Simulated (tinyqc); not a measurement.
Landau-Devonshire theory of a uniaxial ferroelectric: one step, computed by the program tinyqc.

G(P) = (alpha/2) P^2 + (beta*/4) P^4 + (gamma/6) P^6 - E P per volume, SI units, one domain, P along the polar axis, which is normal to the film.

Problem. Coefficients at T. alpha = alpha_0 (T - T0*), with clamping: T0* = T0 + 4 Q12 u_m/(alpha_0 (s11 + s12)), beta* = beta + 4 Q12^2/(s11 + s12).

Inputs (values chosen for the exercise, modelled on barium titanate):
```
quantity,value,unit
alpha_0,676000,J m/(C^2 K)
Curie-Weiss temperature T0,381,K
beta,-8.47e+08,J m^5/C^4
temperature T,368,K
misfit strain u_m,-0.0095,-
electrostriction Q12,-0.043,m^4/C^2
compliance s11 + s12,5.6e-12,m^2/N
```

Sample: epitaxial film.

Give: T0*; alpha; beta*.

Solution.

T0* = 812.64 K

alpha = -3.0057e+08 J m/C^2

beta* = 4.7371e+08 J m^5/C^4

Compression raises T0 by 432 K. beta* > 0: the transition is of second order, although the free crystal has a first-order one.
